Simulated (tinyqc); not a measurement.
What moves the results: optical gain and spontaneous emission in a bulk direct-gap semiconductor. A value that a table varies takes the place of the one given here.

Parabolic bands, vertical transitions, no excitons. For each hole band j: mr = me mj/(me + mj); joint density of states J_j(E) = (mr/c)^(3/2) sqrt(E - Eg)/(2 pi^2), both spins, c = hbar^2/2m0; averaged matrix element |e.p|^2 = m0 Ep/6; alpha_j(E) = 4 pi^2 alpha_f c Ep J_j/(3 nr E) in 1/angstrom (alpha_f the fine-structure constant, listed as alpha among the constants), times 1e8 for 1/cm.

F_j(eta) = (1/Gamma(j + 1)) integral_0^infinity x^j dx/(1 + exp(x - eta)), which tends to exp(eta) for eta << 0.

Quasi-Fermi levels: n = Nc F_1/2(Fc/kT) and p = Nv F_1/2(Fv/kT), Fc counted up from the conduction edge and Fv down from the valence edge; Nc, Nv from N = 2 (m kB T/(4 pi c))^(3/2) with c = hbar^2/2m0, in 1/angstrom^3; times 1e24 for 1/cm^3, with me and (mhh^(3/2) + mlh^(3/2))^(2/3).

For band j the electron sits at Ee = (E - Eg) mr/me above its edge and the hole at Eh = (E - Eg) mr/mj; fe = 1/(1 + exp((Ee - Fc)/kT)), fh = 1/(1 + exp((Eh - Fv)/kT)); gain g = sum_j alpha_j (fe + fh - 1).

Spontaneous rate: R = integral of (nr E/(hbar c))^2/(pi^2 hbar) sum_j alpha_j fe fh dE, with alpha in 1/cm and (nr E/(hbar c))^2 in 1/cm^2 (1e16 per 1/angstrom^2); B = R/(n p); lifetime n/R.

Constants: hbar^2/2m0 = 3.80998211 eV angstrom^2; fine-structure constant alpha = 0.007297352564; kB = 8.617333262e-05 eV/K; hbar = 6.58211957e-16 eV s; hbar c = 1973.269805 eV angstrom.

Inputs chosen for the exercise (near those of InGaAs; not measured data):
- Eg = 0.757 eV (direct gap)
- me = 0.042 m0 (electron mass)
- mhh = 0.45 m0 (heavy-hole mass)
- mlh = 0.0496 m0 (light-hole mass)
- Ep = 22.4 eV (Kane energy)
- nr = 3.53 (refractive index)
- T = 200 K
- n = 7.7e+17 1/cm^3 (injected density, n = p)

## Peak gain against injection

The peak is the largest g over E; a dash marks no gain.

Gain:

| n (1/cm^3) | Fc (eV) | Fv (eV) | peak gain (1/cm) | peak E - Eg (eV) | B (cm^3/s) |
|---|---|---|---|---|---|
| 2.0e+17 | 0.0193 | -0.0525 | - | - | 2.38e-10 |
| 3.2e+17 | 0.0333 | -0.0442 | - | - | 2.24e-10 |
| 4.5e+17 | 0.0453 | -0.0382 | 24 | 0.0025 | 2.12e-10 |
| 5.5e+17 | 0.0535 | -0.0346 | 98 | 0.0069 | 2.04e-10 |
| 7.1e+17 | 0.0652 | -0.0299 | 236 | 0.0138 | 1.92e-10 |
| 9.1e+17 | 0.0783 | -0.0254 | 407 | 0.0218 | 1.80e-10 |
| 1.2e+18 | 0.0954 | -0.0202 | 638 | 0.0324 | 1.67e-10 |
| 1.6e+18 | 0.1166 | -0.0147 | 920 | 0.0450 | 1.52e-10 |

transparency density (Fc + Fv = 0) = 3.95e+17 1/cm^3

How do the results move?

Gain starts at 3.95e+17 1/cm^3, where Fc = -Fv = 0.0405 eV: with Nv/Nc = 36 the electrons must be degenerate before the holes are. The slope of peak gain against n is 7.44e-16 cm^2 between the first two rows with gain and 7.05e-16 between the last two; the peak moves from 0.0025 to 0.0450 eV above the gap as the bands fill, and B falls by a factor 1.56. Line broadening and gap shrinkage are left out.

## Gain spectrum

At the density n.

Spectrum:

| E - Eg (eV) | alpha, empty (1/cm) | fe, heavy | fh, heavy | g (1/cm) |
|---|---|---|---|---|
| 0.005 | 1608 | 0.977 | 0.158 | 211 |
| 0.010 | 2260 | 0.970 | 0.154 | 267 |
| 0.020 | 3155 | 0.951 | 0.148 | 282 |
| 0.030 | 3814 | 0.919 | 0.142 | 201 |
| 0.045 | 4584 | 0.836 | 0.133 | -117 |
| 0.060 | 5196 | 0.697 | 0.125 | -748 |
| 0.080 | 5857 | 0.443 | 0.114 | -2073 |
| 0.100 | 6395 | 0.216 | 0.105 | -3547 |
| 0.130 | 7045 | 0.053 | 0.092 | -5266 |
| 0.170 | 7709 | 0.007 | 0.076 | -6757 |
| 0.220 | 8321 | 0.000 | 0.061 | -7834 |

Fc + Fv = 0.0408 eV

How do the results move?

g is positive below E - Eg = 0.0408 eV; the largest value listed is 282 1/cm at 0.020 eV. At 0.220 eV above the gap g is -0.94 times the absorption of the empty crystal, whose limit is -1.

## Transparency density and B against temperature

Eg is held fixed; B is taken at n = 1e15 1/cm^3.

Results:

| T (K) | transparency density (1/cm^3) | Fc/kT there | B (cm^3/s) |
|---|---|---|---|
| 100 | 1.40e+17 | 2.349 | 7.40e-10 |
| 150 | 2.57e+17 | 2.349 | 4.07e-10 |
| 200 | 3.95e+17 | 2.349 | 2.67e-10 |
| 250 | 5.52e+17 | 2.349 | 1.92e-10 |
| 300 | 7.26e+17 | 2.349 | 1.48e-10 |
| 350 | 9.14e+17 | 2.349 | 1.18e-10 |
| 400 | 1.12e+18 | 2.349 | 9.74e-11 |
| 500 | 1.56e+18 | 2.349 | 7.08e-11 |

What does this show, and why?

Fc/kT at transparency stays at 2.349, since it depends on Nv/Nc alone, so the density goes as T^1.50. B goes as T^-1.46, against T^-1.5 for non-degenerate carriers: hot carriers spread over k and fewer pairs share a wave vector.

## What moves transparency and gain

Transparency is Fc + Fv = 0; the peak is the largest g over E at the density n (0 if none). Each row changes one parameter from the base and keeps the others.

Results:

| case | transparency density (1/cm^3) | Fc + Fv (eV) | peak gain (1/cm) |
|---|---|---|---|
| base | 3.95e+17 | 0.0408 | 288 |
| me = 0.0483 m0 | 4.54e+17 | 0.0306 | 260 |
| mhh = 0.27 m0 | 3.07e+17 | 0.0545 | 604 |
| Ep = 24.6 eV | 3.95e+17 | 0.0408 | 316 |
| T = 240 K | 5.19e+17 | 0.0273 | 140 |
| n = 1e+18 1/cm^3 | 3.95e+17 | 0.0602 | 482 |
| nr = 3.71 | 3.95e+17 | 0.0408 | 274 |

What does this show?

The largest shifts from the base row, up to three for each result and ties (the steps differ in size, so this ranks the rows, not the parameters). transparency density (1/cm^3): T +1.24e+17, mhh -8.77e+16, me +5.91e+16; unchanged at the printed digits by Ep, n and nr. Fc + Fv (eV): n +0.0194, mhh +0.0137, T -0.0135; unchanged at the printed digits by Ep and nr. peak gain (1/cm): mhh +316, n +194, T -148.

Program tinyqc; command `OMP_NUM_THREADS=1 python tinyqc.py 1652371 1652372 out.jsonl`; about 0.09 s on one thread of a shared Intel(R) Xeon(R) Processor @ 2.30GHz.
